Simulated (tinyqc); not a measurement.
# MOSFET in saturation, small-signal circuit and noise: effects of single changes

Bias by the inversion coefficient IC = I/Ispec (charge-based model with velocity saturation; weak inversion below 0.1, strong above 10). Common-source circuit: gm, gds, Cgs, Cgd and Cj at the inner nodes, Rg in series with the gate; quasi-static, no source or drain resistance, no gate-body capacitance, no substrate network, no induced gate noise, so fmax is an upper estimate.

Parameters, values chosen for the exercise: temperature T = 250 K; gate length L = 65 nm; total gate width W = 80 um; gate capacitance Cox = 1.13 uF/cm^2; mobility mu = 190 cm^2/(V s); slope factor n = 1.36; velocity-saturation length Ls = 25 nm; ratio gds/gm sg = 0.043; overlap and fringe capacitance per side Cov = 0.34 fF/um; drain junction capacitance Cj = 0.41 fF/um; sheet resistance of the gate Rsh = 10 ohm; finger width Wf = 1 um; gate contact and vertical resistance Rc = 50 ohm um; inversion coefficient IC = 0.72; short-channel excess of the noise factor gw = 0.14; oxide trap density Nt = 1.4e17 cm^-3 eV^-1; tunnelling length into the oxide lt = 0.1 nm; Coulomb scattering coefficient ac = 3000 V s/C.

Constants: q = 1.602176634e-19 C, kB = 1.380649e-23 J/K, Vt = kB T/q. Results are converted to the units shown.

Each table varies one quantity; the others keep the values above.

## Effect of the finger width on speed and noise

Ispec = 2 n mu Cox (W/L) Vt^2, lc = Ls/L, gms = [sqrt((lc IC + 1)^2 + 4 IC) - 1]/[2 + lc (lc IC + 1)], gm = gms Ispec/(n Vt), gds = sg gm. qs = [sqrt(1 + 4 IC) - 1]/2, Cgs = Cox W L qs (2 qs + 3)/(3 (qs + 1)^2) + Cov W, Cgd = Cov W, Cd = Cj W, Rg = Rsh (Wf/L)/(12 Nf) + Rc/W with Nf = W/Wf fingers (not rounded) contacted at both ends. fT = gm/(2 pi (Cgs + Cgd)), fmax = fT/(2 sqrt(Rg (gds + 2 pi fT Cgd))). Channel noise Sid = 4 kB T gam n gm with gam = (1/2 + (2/3) qs)/(1 + qs) + gw lc IC, qs = [sqrt(1 + 4 IC) - 1]/2, lc = Ls/L (the last term an empirical rise with velocity saturation); at the gate, white noise Sw = Sid/gm^2 + 4 kB T Rg. Number fluctuation with correlated mobility: S(f) = K/f, K = q^2 Vt lt Nt/(W L Cox^2) (1 + ac mu Cox I/gm)^2, Vt in eV with Nt per eV. Corner fc = K/Sw. IC is held fixed.

The same in every row: I (uA) = 240.18; fT (GHz) = 11.433.

Effect of the finger width on speed and noise:
```
Wf (um)	Rg (ohm)	fmax (GHz)	sqrt(Sw) (nV/Hz^0.5)	fc (MHz)
0.25	0.63502	153.83	1.4756	5.6827
0.5	0.66506	150.31	1.4757	5.6816
1	0.78526	138.33	1.4763	5.6772
2	1.2660	108.94	1.4785	5.6600
4	3.1891	68.642	1.4875	5.5921
8	10.881	37.160	1.5228	5.3360
```

As Wf goes from 0.25 to 8 um, fT stays at 11.4 GHz, fmax falls from 154 to 37.2 GHz, the white noise rises from 1.48 to 1.52 nV/Hz^0.5 and the corner falls from 5.68 to 5.34 MHz. The finger width leaves fT alone and acts through Rg, whose sheet part goes as Wf^2. For Wf = 0.25 to 4 um fmax exceeds 4 fT, where channel resistance and substrate losses, left out here, would cap it.

## Effect of the inversion coefficient on speed and noise

Same model as above.

Corner fc = K/Sw. IC is held fixed.

The same in every row: Rg (ohm) = 0.7853.

Effect of the inversion coefficient on speed and noise:
```
IC	I (uA)	fT (GHz)	fmax (GHz)	sqrt(Sw) (nV/Hz^0.5)	fc (MHz)
0.03	10.01	0.9366	40.03	5.370	0.4203
0.1	33.36	2.754	68.50	3.087	1.275
0.3	100.1	6.456	104.4	1.978	3.128
1	333.6	13.85	152.0	1.346	6.874
3	1001	24.24	200.0	1.075	11.16
10	3336	37.62	248.2	1.035	13.28
30	1.001e4	46.31	274.8	1.277	11.11
```

As IC goes from 0.03 to 30, fT rises from 0.937 to 46.3 GHz, fmax rises from 40.0 to 275 GHz, the white noise goes from 5.37 through a minimum of 1.04 (at IC = 10 among the rows listed) to 1.28 nV/Hz^0.5 and the corner goes from 0.420 through a maximum of 13.3 (at IC = 10 among the rows listed) to 11.1 MHz. In every row fmax exceeds 4 fT, where channel resistance and substrate losses, left out here, would cap it.

## Gains against frequency

Inner admittances at w = 2 pi f: y11 = i w (Cgs + Cgd), y12 = -i w Cgd, y21 = gm - i w Cgd, y22 = gds + i w (Cgd + Cd). Invert to Z, add Rg to Z11 and invert back to Y. |h21| = |Y21/Y11|; U = |Y21 - Y12|^2/(4 [Re Y11 Re Y22 - Re Y12 Re Y21]). MSG = |Y21/Y12|; stability factor k = [2 Re Y11 Re Y22 - Re(Y12 Y21)]/|Y12 Y21|.

The same in every row: f sqrt(U) (GHz) = 138.3.

Gains against frequency:
```
f (GHz)	|h21| (dB)	U (dB)	MSG (dB)	k
0.11	40.34	61.99	24.37	0.003746
0.21	34.72	56.37	21.56	0.007152
0.4	29.12	50.78	18.76	0.01362
0.75	23.66	45.32	16.03	0.02554
1.4	18.25	39.90	13.32	0.04763
2.6	12.90	34.52	10.65	0.08822
4.9	7.473	29.01	7.934	0.1647
9.1	2.363	23.64	5.379	0.2966
```

Over the table |h21| falls by 19.8 dB a decade, U by 20.0 and MSG by 9.90. The product f sqrt(U) stays at 138 GHz, against fmax = 138 GHz from the formula. k stays below one in all rows, so the device is only conditionally stable. In every row fmax exceeds 4 fT, where channel resistance and substrate losses, left out here, would cap it.

Computed by the program tinyqc: `OMP_NUM_THREADS=1 python tinyqc.py 2150025 2150026 out.jsonl`, one thread of a shared Intel Xeon 2.30GHz, about 0.01 s for the whole run.
